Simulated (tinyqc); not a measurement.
Inside a calculation. Model: one electron in a tunnel-coupled double dot: charge qubit, sensing and quantum capacitance.

Numbers from tinyqc (`OMP_NUM_THREADS=1 python tinyqc.py 2470127 2470128 out.jsonl`; about 0.01 s on one thread of a shared Intel Xeon 2.30GHz). Printed values are rounded.

Basis (left, right), H = [[ep/2, tc], [tc, -ep/2]], splitting Om = sqrt(ep^2 + 4 tc^2), ep = al times the gate voltage. In equilibrium the electron is on the right with the chance P_R = [1 + (ep/Om) tanh(Om/2 kB T)]/2.

Parameters, values chosen for the exercise:
```
symbol  value  unit                                   meaning
tc        6.9   ueV                           tunnel coupling
T        0.21     K                      electron temperature
al       0.21  eV/V     lever arm of the gate on the detuning
Cp       0.84    pF    parasitic capacitance of the resonator
f0        305   MHz                       resonator frequency
Q          80                           loaded quality factor
se       0.46   ueV  deviation of quasi-static detuning noise
ep      -18.5   ueV                                  detuning
```

Constants: q = 1.602176634e-19 C, kB = 1.380649e-23 J/K, hbar = 1.054571817e-34 J s, h = 6.62607015e-34 J s, Vt = kB T/q. Results are converted to the units shown.

## Splitting and occupation

Also the frequency Om/h, the mixing angle arctan2(2 tc, ep) and the weight of the right dot in the ground state, (1 + ep/Om)/2.

Om = 23.0801 ueV
Om/h = 5.58074 GHz
mixing angle = 143.279 degree
ground-state weight = 0.0992215
kB T = 18.0964 ueV
P_R = 0.274229

## Capacitance seen by a resonator

q^2 al^2 dP_R/d(ep) splits into Cq = q^2 al^2 (2 tc^2/Om^3) tanh(Om/2 kB T) and Ct = q^2 al^2 (ep/Om)^2/(4 kB T cosh^2(Om/2 kB T)); Ct appears only if relaxation is faster than the drive. A resonator of frequency f0, capacitance Cp and quality factor Q shifts by df = -f0 Cq/(2 Cp) and its phase by -2 Q Cq/Cp.

Cq = 30.8268 aF
Ct = 42.8124 aF
df = -5.59653 kHz
phase shift = -336.428 millidegree

## Dephasing by charge noise

Noise in ep shifts Om by (ep/Om) d + (2 tc^2/Om^3) d^2. For Gaussian d of deviation se the spread of Om is sqrt[(ep se/Om)^2 + 2 (2 tc^2 se^2/Om^3)^2], and T2* is estimated as sqrt(2) hbar/spread; Om T2*/h counts the oscillations within T2*.

first-order spread = 0.368716 ueV
second-order spread = 0.00231765 ueV
T2* = 2.52453 ns
oscillations within T2* = 14.0887

At ep = 0 the first-order term vanishes and T2* would be 85.9 ns.
